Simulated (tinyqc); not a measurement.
# Uniformly doped HEMT, charge control: what changes with what

A two-dimensional electron gas of density ns under a barrier. EF and the subbands are counted from the conduction-band edge of the channel at the interface. Two subbands of a triangular well with an infinite wall, parabolic band, no carriers in the barrier.

Parameters, values chosen for the exercise; material values close to those of InGaP on GaAs:
```
symbol   value   unit                                         meaning
T           77      K                                     temperature
d           40     nm          barrier thickness from gate to channel
ds         4.3     nm              undoped spacer next to the channel
me      0.0661     m0                    electron mass in the channel
ec        13.1                   relative permittivity of the channel
ebr       11.5                   relative permittivity of the barrier
phiB     0.947     eV                      barrier height of the gate
dEc       0.13     eV                          conduction-band offset
ND      1.9e18  cm^-3                 donor density of the doped part
eta        0.5         share of ns that counts in the confining field
Nb      1.1e11  cm^-2                  depletion charge of the buffer
```

Constants: q = 1.602176634e-19 C, kB = 1.380649e-23 J/K, hbar = 1.054571817e-34 J s, m0 = 9.1093837015e-31 kg, Vt = kB T/q, eps0 = 8.8541878128e-14 F/cm where lengths are in cm, hbar^2/(2 m0) = 0.0380998212 eV nm^2. Results are converted to the units shown.

Each table varies one quantity; the others keep the values above.

## Effect of the gate voltage

Fully depleted barrier with eb = ebr: Vp = q ND (d - ds)^2/(2 eps0 eb); donors per area ND (d - ds); Voff = phiB - dEc - Vp. F = q (eta ns + Nb)/(eps0 ec) in eV/nm; E_k = a_k (C F^2/me)^(1/3), a_0 = 2.338107, a_1 = 4.087949, C = hbar^2/(2 m0); D = me m0 q/(pi hbar^2); ns = D Vt [ln(1 + exp((EF - E_0)/Vt)) + ln(1 + exp((EF - E_1)/Vt))], which gives EF = E_0 + Vt ln{2 s/[(1 + u) + sqrt((1 + u)^2 + 4 u s)]} with s = exp(ns/(D Vt)) - 1, u = exp((E_0 - E_1)/Vt). Charge control: ns + Nb = eps0 eb (Vg - Voff - EF)/(q d). Gate capacitance C = q dns/dVg = eps0 eb/(d + dd), dd = (eps0 eb/q) dEF/dns.

The same in every row: Voff (V) = -1.088.

Effect of the gate voltage:

| Vg (V) | ns (cm^-2) | EF (eV) | EF - E_0 (eV) | second subband (%) | dd (nm) | C (uF/cm^2) | EF/dEc |
|---|---|---|---|---|---|---|---|
| -1.07 | 1.811e6 | -0.05111 | -0.07683 | 5.212 | 2.329e5 | 4.371e-5 | -0.3931 |
| -0.9 | 1.327e11 | 0.03538 | 1.577e-4 | 2.635 | 8.731 | 0.2089 | 0.2722 |
| -0.73 | 3.619e11 | 0.06112 | 0.01194 | 1.178 | 6.264 | 0.2201 | 0.4702 |
| -0.55 | 6.113e11 | 0.08413 | 0.02174 | 0.6894 | 5.568 | 0.2235 | 0.6472 |
| -0.38 | 8.493e11 | 0.1043 | 0.03053 | 0.5158 | 5.245 | 0.2250 | 0.8025 |
| -0.21 | 1.089e12 | 0.1237 | 0.03923 | 0.4491 | 5.035 | 0.2261 | 0.9513 |
| -0.04 | 1.329e12 | 0.1424 | 0.04792 | 0.4375 | 4.876 | 0.2269 | 1.095 |
| 0.13 | 1.570e12 | 0.1606 | 0.05660 | 0.4640 | 4.747 | 0.2276 | 1.236 |
| 0.3 | 1.812e12 | 0.1785 | 0.06528 | 0.5253 | 4.637 | 0.2281 | 1.373 |

As Vg goes from -1.07 to 0.3, ns rises from 1.81e6 to 1.81e12 cm^-2, EF rises from -0.0511 to 0.178 eV and C rises from 4.37e-5 to 0.228 uF/cm^2. In the last row C is 89.6 % of eps0 eb/d. The line through the last two rows reaches ns = 0 at Vg = -0.974 V, above Voff = -1.09 V since part of the gate voltage goes into raising EF and into the buffer charge. EF exceeds the band offset for Vg = -0.04, 0.13, 0.3, where the model no longer holds. For Vg = -0.38, -0.21 EF is within a fifth of the offset, so the levels of an infinite wall are unreliable. For Vg = -0.55, -0.38, -0.21 the band minimum in the barrier comes within 3 Vt of EF or below it, so the barrier is no longer depleted and takes electrons that the model puts in the channel.

## Effect of the donor density of the doped part

Same model as above.

In this table Vg = 0 V.

Results:

| ND (cm^-3) | Voff (V) | ns (cm^-2) | EF (eV) | EF - E_0 (eV) | second subband (%) | dd (nm) | C (uF/cm^2) | EF/dEc |
|---|---|---|---|---|---|---|---|---|
| 7.6e17 | 0.05495 | 29.85 | -0.1242 | -0.1499 | 5.212 | 1.413e10 | 7.208e-10 | -0.9553 |
| 9.6e17 | -0.1456 | 7.833e10 | 0.02706 | -0.004450 | 3.398 | 11.14 | 0.1991 | 0.2081 |
| 1.2e18 | -0.3862 | 4.006e11 | 0.06488 | 0.01354 | 1.063 | 6.107 | 0.2208 | 0.4991 |
| 1.5e18 | -0.6870 | 8.197e11 | 0.1019 | 0.02945 | 0.5298 | 5.277 | 0.2249 | 0.7837 |
| 1.9e18 | -1.088 | 1.386e12 | 0.1467 | 0.04996 | 0.4406 | 4.844 | 0.2271 | 1.129 |
| 2.4e18 | -1.589 | 2.099e12 | 0.1992 | 0.07552 | 0.6482 | 4.520 | 0.2287 | 1.532 |
| 3.8e18 | -2.993 | 4.120e12 | 0.3309 | 0.1432 | 4.054 | 3.787 | 0.2325 | 2.546 |

Estimate the missing row, ND = 3e18 cm^-3.

Computed row:

| ND (cm^-3) | Voff (V) | ns (cm^-2) | EF (eV) | EF - E_0 (eV) | second subband (%) | dd (nm) | C (uF/cm^2) | EF/dEc |
|---|---|---|---|---|---|---|---|---|
| 3e18 | -2.191 | 2.961e12 | 0.2583 | 0.1056 | 1.496 | 4.197 | 0.2304 | 1.987 |

With this row back in the table: As ND goes from 7.6e17 to 3.8e18, ns rises from 29.9 to 4.12e12 cm^-2, EF rises from -0.124 to 0.331 eV and C rises from 7.21e-10 to 0.233 uF/cm^2. Voff falls from 0.0549 to -2.99 V. EF exceeds the band offset for ND = 1.9e18, 2.4e18, 3e18, 3.8e18, where the model no longer holds. For ND = 1.2e18, 1.5e18 the band minimum in the barrier comes within 3 Vt of EF or below it, so the barrier is no longer depleted and takes electrons that the model puts in the channel.

Numbers from tinyqc (`OMP_NUM_THREADS=1 python tinyqc.py 2180043 2180044 out.jsonl`; about 0.01 s on one thread of a shared Intel Xeon 2.30GHz).
